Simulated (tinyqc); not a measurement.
Inside a calculation. Method: Rayleigh-quotient iteration on a symmetric matrix. One step of it, computed by the program tinyqc.

Question. Step 1. solve (A - shift) w = v; v' = w/|w| with its largest component positive (the first on a tie); lambda = v'^T A v'; the next shift is lambda.

A:
```
           1          2          3         4          5
1   0.630000   0.483000  -0.241000  0.234000  -0.129000
2   0.483000   1.294000  -0.111000  1.048000   0.522000
3  -0.241000  -0.111000   1.534000  0.647000  -0.209000
4   0.234000   1.048000   0.647000  3.144000   0.403000
5  -0.129000   0.522000  -0.209000  0.403000   3.302000
```

vector v at the start: 0.447214  0.447214  0.447214  0.447214  0.447214

shift = -0.260000

Give: vector after step 1; Rayleigh quotient after step 1.

Answer.

vector after step 1: 0.8172  0.1417  0.5117  -0.0366  0.2213

Rayleigh quotient after step 1 = 0.7916
